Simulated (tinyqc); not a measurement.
# Changing the Debye temperature Theta

Model: Bloch-Grueneisen resistivity of a metal. Computed by tinyqc, a small Python program. Command: `OMP_NUM_THREADS=1 python tinyqc.py 3026949 3026950 out.jsonl bg sweep`. One thread of a shared host (Intel(R) Xeon(R) Processor @ 2.30GHz), about 0.01 s of CPU time with the checks.

Electrons scatter from a Debye spectrum of phonons (n = 5 for scattering within one band, n = 3 for scattering into a second, heavy band) and from static defects.

Inputs (values chosen for the exercise, modelled on cobalt): exponent n = 5; transport coupling lambda_tr = 0.24; Drude plasma energy hbar w_p = 6.4 eV; residual resistivity rho_0 = 0.023 microohm cm; temperature T = 600 K; saturation resistivity = 85 microohm cm.

Addition: saturation.

Constants: k_B = 1.380649e-23 J/K; hbar = 1.054571817e-34 J s; eps_0 = 8.8541878128e-12 F/m; hbar = 6.582119569e-16 eV s; k_B = 8.617333262e-05 eV/K.

Method:
- rho_ph = (n - 1) rho_1 (T/Theta)^n J_n(Theta/T), with rho_1 = 2 pi lambda_tr k_B Theta/(hbar eps_0 w_p^2), the high-temperature line at T = Theta.
- J_n(y) = int_0^y x^n e^x/(e^x - 1)^2 dx, by 96 Gauss-Legendre points (upper limit at most 60).
- Parallel-resistor saturation: 1/rho = 1/(rho_0 + rho_ph) + 1/rho_sat.
- Temperature coefficient (1/rho) d rho/dT by a central difference of +/- 0.5 K; residual ratio rho(295 K)/rho(4.2 K); scattering time tau = 1/(eps_0 w_p^2 rho); Wiedemann-Franz kappa = L_0 T/rho, L_0 = (pi^2/3)(k_B/e)^2.

One run for each value; columns: (1) Debye temperature Theta (K); (2) phonon resistivity rho_ph (microohm cm); (3) temperature coefficient (1e-3/K); (4) residual resistance ratio:
```
(1)    (2)    (3)    (4)
80   14.14  1.429  275.0
110  14.12  1.432  277.3
160  14.09  1.438  276.1
230  14.04  1.451  271.9
320  13.93  1.474  264.3
450  13.72  1.521  249.6
640  13.29  1.616  222.4
900  12.52  1.797  179.9
```

Over the rows, phonon resistivity rho_ph (microohm cm) falls from 14.1 to 12.5 (exponent d ln y / d ln x -0.0028 between the first rows and -0.18 between the last); temperature coefficient (1e-3/K) rises from 1.43 to 1.80 (exponent d ln y / d ln x 0.0059 between the first rows and 0.31 between the last); residual resistance ratio goes from 275 through a maximum among these rows, 277 at 110, to 180. At the low end the exponent of phonon resistivity rho_ph is 0.00, close to 0: at high T and fixed lambda_tr Theta drops out.

Caution (all rows): scattering from magnetic disorder, left out here, raises the resistivity of this ferromagnet well above the phonon value.

Extremes, crossings and ranges named in words are read from the listed rows.
